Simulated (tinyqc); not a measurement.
# Resistance of a tapered via with liner, size effect and interface: effects of single changes

A round via whose diameter grows from db at the bottom as D(z) = db + 2 z/tan(ang). The fill, of diameter D - 2 tl, starts above the bottom liner (thickness fb tl) and has rho = rho0 (1 + ks lam/(D - 2 tl)); the sidewall liner conducts in parallel with it. The bottom liner and the interface are crossed over the full area pi db^2/4. Spreading in the lines above and below is left out.

Inputs (values chosen for the exercise); fill metal close to tungsten:

| symbol | value | unit | meaning |
|---|---|---|---|
| db | 9.8 | nm | diameter at the bottom |
| hv | 15 | nm | height |
| ang | 89 | degrees | sidewall angle |
| rho0 | 5.3 | uohm cm | bulk resistivity of the fill |
| lam | 15.1 | nm | mean free path of the fill |
| ks | 1.5 |  | size-effect factor |
| tl | 2 | nm | liner on the sidewall |
| fb | 0.5 |  | liner at the bottom over that on the sidewall |
| rl | 410 | uohm cm | resistivity of the liner |
| ri | 5.8e-12 | ohm cm^2 | interface resistivity at the bottom |
| Sb | 9.1e14 | S/m^2 | ballistic conductance per area, about 3/(4 rho0 lam) |
| rho2 | 1.69 | uohm cm | bulk resistivity of the second fill (close to copper) |
| lam2 | 39.6 | nm | its mean free path |
| tl2 | 1.7 | nm | its liner |

Each table varies one quantity; the others keep the values above.

## Via resistance against the diameter at the bottom

Slices between z0 = fb tl and hv, evaluated at their midpoints: conductance per length pi/4 [(D - 2 tl)^2/rho + (D^2 - (D - 2 tl)^2)/rl], slice resistance = slice height over that. 2000 slices. R_fill = sum of the slices; R_bottom = rl fb tl/(pi db^2/4); R_interface = ri/(pi db^2/4); ballistic (Sharvin) limit 1/(Sb pi (db - 2 tl)^2/4); ideal cylinder rho0 hv/(pi db^2/4).

Result of one run:

| db (nm) | R_fill (ohm) | R_bottom (ohm) | R_interface (ohm) | R (ohm) | ballistic limit (ohm) | R over ideal cylinder | largest part |
|---|---|---|---|---|---|---|---|
| 11 | 68.35 | 43.14 | 6.103 | 117.6 | 28.55 | 14.06 | fill |

What becomes of these results when the diameter at the bottom db is changed from 11 to 16 nm, all else the same?

Result of the changed run:

| db (nm) | R_fill (ohm) | R_bottom (ohm) | R_interface (ohm) | R (ohm) | ballistic limit (ohm) | R over ideal cylinder | largest part |
|---|---|---|---|---|---|---|---|
| 16 | 17.35 | 20.39 | 2.885 | 40.63 | 9.716 | 10.27 | bottom liner |

The whole series:

| db (nm) | R_fill (ohm) | R_bottom (ohm) | R_interface (ohm) | R (ohm) | ballistic limit (ohm) | R over ideal cylinder | largest part |
|---|---|---|---|---|---|---|---|
| 6 | 1036 | 145.0 | 20.51 | 1202 | 349.8 | 42.74 | fill |
| 8.3 | 225.4 | 75.78 | 10.72 | 311.9 | 75.67 | 21.23 | fill |
| 11 | 68.35 | 43.14 | 6.103 | 117.6 | 28.55 | 14.06 | fill |
| 16 | 17.35 | 20.39 | 2.885 | 40.63 | 9.716 | 10.27 | bottom liner |
| 22 | 6.245 | 10.79 | 1.526 | 18.56 | 4.318 | 8.873 | bottom liner |
| 30 | 2.527 | 5.800 | 0.8205 | 9.148 | 2.070 | 8.134 | bottom liner |
| 42 | 1.022 | 2.959 | 0.4186 | 4.400 | 0.9690 | 7.667 | bottom liner |
| 58 | 0.4532 | 1.552 | 0.2195 | 2.225 | 0.4798 | 7.393 | bottom liner |
| 80 | 0.2102 | 0.8157 | 0.1154 | 1.141 | 0.2422 | 7.216 | bottom liner |

R falls from 1200 to 1.14 ohm. The fill is the largest part at db = 6, the bottom liner from 16 on. R goes as db^(-4.16) between the first two rows and db^(-2.08) between the last two; area alone gives -2. For db = 16, 22, 30, 42, 58, 80 the ballistic limit exceeds half of R_fill, so the diffusive model understates R.

## Via resistance against the sidewall angle

Same model as above.

2000 slices.

The same in every row: R_bottom (ohm) = 54.36; R_interface (ohm) = 7.689; ballistic limit (ohm) = 41.59.

Via resistance against the sidewall angle:

| ang (degrees) | R_fill (ohm) | R (ohm) | R over ideal cylinder | largest part |
|---|---|---|---|---|
| 90 | 123.3 | 185.3 | 17.58 | fill |
| 89 | 109.4 | 171.5 | 16.27 | fill |
| 88 | 98.01 | 160.0 | 15.19 | fill |
| 87 | 88.47 | 150.5 | 14.28 | fill |
| 86 | 80.41 | 142.5 | 13.52 | fill |
| 84 | 67.54 | 129.6 | 12.30 | fill |
| 82 | 57.76 | 119.8 | 11.37 | fill |

Read the table: what changes, and by how much?

R falls from 185 to 120 ohm. The fill is the largest part at ang = 90 and in all other rows. The share of the two bottom terms goes from 33.5 to 51.8 %. For ang = 86, 84, 82 the ballistic limit exceeds half of R_fill, so the diffusive model understates R.

## Two fill metals against the diameter

2000 slices. R_fill = sum of the slices; R_bottom = rl fb tl/(pi db^2/4); R_interface = ri/(pi db^2/4). The second fill has rho2, lam2 and tl2 in place of rho0, lam and tl.

Two fill metals against the diameter:

| db (nm) | R, first fill (ohm) | R, second fill (ohm) | ratio second/first |
|---|---|---|---|
| 6 | 1202 | 745.3 | 0.6201 |
| 8.5 | 285.0 | 189.3 | 0.6640 |
| 12 | 90.12 | 64.87 | 0.7198 |
| 17 | 34.78 | 26.16 | 0.7523 |
| 24 | 15.15 | 11.66 | 0.7694 |
| 35 | 6.519 | 5.081 | 0.7794 |
| 49 | 3.171 | 2.487 | 0.7844 |
| 70 | 1.504 | 1.185 | 0.7877 |
| 100 | 0.7216 | 0.5699 | 0.7897 |

The ratio goes from 0.620 to 0.790. The second fill gives the lower R in every row.

Computed by the program tinyqc: `OMP_NUM_THREADS=1 python tinyqc.py 2750023 2750024 out.jsonl`, one thread of a shared Intel Xeon 2.30GHz, about 0.01 s for the whole run.
